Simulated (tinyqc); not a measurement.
## Ionisation constants from two fields

Question. alpha_n = an exp(-bn/E). Find bn and an.

alpha_n at 217 and 475 kV/cm (1/cm): [2114.6838, 49537.270]

Solution. ln alpha is a straight line in 1/E with slope -bn and intercept ln an.

bn = 1.260e6 V/cm
an = 7.030e5 1/cm

Program tinyqc, `OMP_NUM_THREADS=1 python tinyqc.py 2120114 2120115 out.jsonl`; Intel Xeon 2.30GHz, shared host, one thread, about 0.05 s.
